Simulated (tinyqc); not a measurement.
Random alloy fluctuations: inter-valley coupling by envelope functions against a chain of atomic planes.

Chain: E(phi) = e0 + 2 v cos(phi) + 2 u cos(2 phi), cos(phi0) = -v/(4u), e0 = 2u + v^2/(4u); plane j = 0, 1, ... has the potential V_j = dE x_j + F (j - 30) a/4 (1 MV/m = 1e-4 V/angstrom). There are 30 barrier planes a side; with y = j - 29.5, x_j = xb (f(y) + f(Nw - y)), f(y) = 1/(1 + exp(y/L)), plus any Ge added in the well. The valley splitting is the spacing of the two lowest levels. Envelope theory: F_j solves a one-valley chain with hopping -b and diagonal 2b + V_j, b = 4u sin^2(phi0), sum F_j^2 = 1; the valleys couple by Dv = sum_j F_j^2 V_j exp(-2 i phi0 j) and split by 2|Dv|.

Values chosen for the exercise (near those of the Delta valleys of silicon in a SiGe well; not measured data): a = 5.431 angstrom (lattice constant; planes lie a/4 apart); u = 0.647 eV (second-neighbour hopping); v = 0.644 eV (nearest hopping); Nw = 38 (planes in the well); L = 1.25 planes (interface width); xb = 0.25 (Ge fraction of the barriers); dE = 0.51 eV (offset per unit Ge fraction); F = 5 MV/m (field); x0 = 1967 (start of the number sequence); na = 4000 (atoms a plane under the dot).

A uniform fraction x is added on all planes. Each plane j then fluctuates by q sqrt(x_j (1 - x_j)/na) in Ge fraction, q = sqrt12 (z/2147483647 - 1/2) with z(new) = 16807 z mod 2147483647 from x0, restarted for each row; 24 samples. Theory: Dv is a complex Gaussian with sigma^2 = dE^2 sum F_j^4 x_j (1 - x_j)/na, and the mean splitting is sqrt(pi) sigma if the smooth part is negligible.

Splitting (micro-eV):

| x | sigma | sqrt(pi) sigma | mean of 24 | least | largest |
|---|---|---|---|---|---|
| 0.00 | 48.2 | 85.4 | 87.2 | 34.0 | 158.2 |
| 0.01 | 154.3 | 273.5 | 263.6 | 60.2 | 579.8 |
| 0.02 | 211.8 | 375.4 | 364.7 | 45.1 | 784.1 |
| 0.05 | 324.7 | 575.5 | 563.9 | 61.2 | 1180.0 |
| 0.10 | 444.6 | 788.0 | 775.7 | 105.6 | 1598.1 |

Without added Ge the disorder sits in the barriers, where the state is small: mean 87.2 micro-eV, against 0.60 for the smooth well. With 5 % Ge in the well the mean is 564, theory 575, with a statistical error of about 11 % for 24 samples; the miss is -2 %, and since every row reuses one sequence the rows with added Ge miss alike. The spread grows with the mean: at 5 % the samples run from 61 to 1180, so small splittings remain possible. sigma falls as 1/sqrt(na) for larger dots. A chain with one orbital a plane has no Bloch-function factor, which scales all these couplings down in fuller models.

Computed by tinyqc, a small Python program: `OMP_NUM_THREADS=1 python tinyqc.py 1451095 1451096 out.jsonl` (the numbers bound the seed that draws the inputs); one thread of a shared host (Intel(R) Xeon(R) Processor @ 2.30GHz), about 0.1 s for the whole set of steps.
